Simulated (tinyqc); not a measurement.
Two-sublattice mean-field magnet: ferrimagnet, compensation points and susceptibility: one step, computed by the program tinyqc. Command: `OMP_NUM_THREADS=1 python tinyqc.py 3030595 3030596 out.jsonl ferri walk`. One thread of a shared host (Intel(R) Xeon(R) Processor @ 2.30GHz), about 0.01 s of CPU time with the checks.

A random alloy A(1-x)B(x) with H = -sum over pairs J S_i.S_j. a = <S_A> and b = <S_B> are taken along z, a > 0. Exchange fields: h_A = (1 - x) zJ_AA a + x zJ_AB b, h_B = (1 - x) zJ_AB a + x zJ_BB b; a = S_A B_(S_A)(S_A h_A/(k_B T)) and likewise for b, with the Brillouin function B_S(y) = [(2S + 1)/(2S)] coth[(2S + 1) y/(2S)] - [1/(2S)] coth[y/(2S)].

Task: Net moment and spin. Net moment m = (1 - x) g_A a + x g_B b in mu_B per site; net spin s = (1 - x) a + x b. At T = 0, a = S_A and b = -S_B. Effective g = m/s.

Inputs (values chosen for the exercise, for a model ferrimagnet):
```
quantity               value  unit
spin S_A                   2     -
spin S_B                 3.5     -
g factor g_A             2.1     -
g factor g_B               2     -
fraction x of B sites   0.35     -
```

a = 1.591238

b = -0.7872697

Give: net moment m; net spin s; m at T = 0; effective g.

Result:

net moment m = 1.621 mu_B

net spin s = 0.7588

m at T = 0 = 0.28 mu_B

effective g = 2.136

A dominates at T, as at T = 0.
